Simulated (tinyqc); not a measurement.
Against doping: dopants and charged point defects at anneal temperature: Fermi-level effect, clustering and pairing. Computed by tinyqc, a small Python program. Command: `OMP_NUM_THREADS=1 python tinyqc.py 3030572 3030573 out.jsonl pairing walk`. One thread of a shared host (Intel(R) Xeon(R) Processor @ 2.30GHz), about 0.02 s of CPU time with the checks.

Boltzmann statistics and full ionisation of active dopants. Energies are counted from the valence band; the defect (a vacancy or self-interstitial) has five charge states, with all degeneracy factors one.

Inputs (values chosen for the exercise, with bands modelled on 4H-SiC):
```
quantity                                         value   unit
gap at 0 K E_g0                                   3.33     eV
Varshni alpha                                 0.000327   eV/K
Varshni beta                                       703      K
electron mass m_e                                0.383    m_0
valleys M_c                                          3      -
hole mass m_h                                     2.04    m_0
anneal temperature T                              1490      K
total dopant density N                         8.5e+19  cm^-3
formation enthalpy of the neutral defect H_f      5.06     eV
formation entropy S_f                              5.2    k_B
site density N_s                               2.5e+22  cm^-3
dopant atoms per cluster k                           4      -
cluster binding energy E_b                           3     eV
```

Dopant: donor. Second part: clustering of the dopant.

defect levels as fractions of E_g(T): (2+/+), (+/0), (0/-), (-/2-): 0.18  0.31  0.45  0.92

Constants: m_0 = 9.1093837015e-31 kg; k_B = 1.380649e-23 J/K; h = 6.62607015e-34 J s; k_B = 8.617333262e-05 eV/K.

Method:
- E_g = E_g0 - alpha T^2/(T + beta).
- N_c = 2 M_c (2 pi m_e k_B T/h^2)^(3/2) and N_v = 2 (2 pi m_h k_B T/h^2)^(3/2), masses in units of m_0.
- n_i = sqrt(N_c N_v) exp(-E_g/2 k_B T); E_i = E_g/2 + (k_B T/2) ln(N_v/N_c).
- n = A/2 + sqrt(A^2/4 + n_i^2) for an active density A.
- k ionised dopants and k carriers form one neutral cluster: C = N_s (A/N_s)^k (n/N_b)^k exp(E_b/k_B T), N_b the effective density of states of the majority band, and N = A + k C (60 bisections in ln A between ln N - 90 and ln N).
- chi = n/n_i (for acceptors n_i/p); E_F = E_i + k_B T ln chi; field enhancement h = 1 + A/sqrt(A^2 + 4 n_i^2).
- C_0 = N_s exp(S_f/k_B) exp(-H_f/k_B T). Ratios to the neutral state at E_F = E_i: r_+ = exp((E(+/0) - E_i)/k_B T), r_2+ = r_+ exp((E(2+/+) - E_i)/k_B T), r_- = exp((E_i - E(0/-))/k_B T), r_2- = r_- exp((E_i - E(-/2-))/k_B T); at other E_F state q scales as chi^(-q). The enhancement is sum r_q chi^(-q)/sum r_q. The charge on the defects is left out of neutrality.
- chi = n/n_i; h = 1 + A/sqrt(A^2 + 4 n_i^2); the dopant diffusivity over its intrinsic value is D/D_i = enhancement x h x A/N, if every charge state carries the dopant equally well.

E_g = 2.99896 eV

k_B T = 0.128398 eV

n_i = 3.38852e+15 cm^-3

E_i = 1.59003 eV

effective density of states N_b of the majority band = 1.97510e+20 cm^-3

neutral defects C_0 = 3.47792e+07 cm^-3

Charge states:
```
state      ratio r  intrinsic (cm^-3)  doped (cm^-3)
2+     1.63755e-06        5.69528e+01    3.22399e-07
+      5.84033e-03        2.03122e+05    1.52826e+01
0      1.00000e+00        3.47792e+07    3.47792e+07
-      6.50799e+00        2.26343e+08    3.00835e+12
2-     7.23374e-04        2.51584e+04    4.44431e+12
```

Trend at the anneal temperature:
```
N (cm^-3)  active A (cm^-3)         chi  defect enhancement  mean charge       D/D_i
1.00e+14         1.0000e+14  1.0149e+00          1.0129e+00      -0.8672  1.0278e+00
6.10e+14         6.1000e+14  1.0941e+00          1.0814e+00      -0.8757  1.1784e+00
3.70e+15         3.7000e+15  1.6853e+00          1.5934e+00      -0.9161  2.3569e+00
2.20e+16         2.2000e+16  6.6430e+00          5.8907e+00      -0.9781  1.1520e+01
1.30e+17         1.3000e+17  3.8391e+01          3.3523e+01      -1.0003  6.7001e+01
7.90e+17         7.9000e+17  2.3314e+02          2.0728e+02      -1.0246  4.1455e+02
4.70e+18         4.7000e+18  1.3870e+03          1.3866e+03      -1.1335  2.7731e+03
2.80e+19         2.7277e+19  8.0497e+03          1.3209e+04      -1.4722  2.5736e+04
1.70e+20         5.1587e+19  1.5224e+04          3.5496e+04      -1.6285  2.1543e+04
```

Well below n_i = 3.39e15 cm^-3 chi and the enhancement are near 1. At any doping d ln(enhancement)/d ln chi equals minus the mean charge, which goes from -0.87 to -1.63 over the rows. Clustering bends A over: its exponent in N falls to 0.35, towards 1/(2k) = 0.125, and D/D_i peaks at N = 2.8e19 cm^-3.

Extremes, crossings and ranges named in words are read from the listed rows.
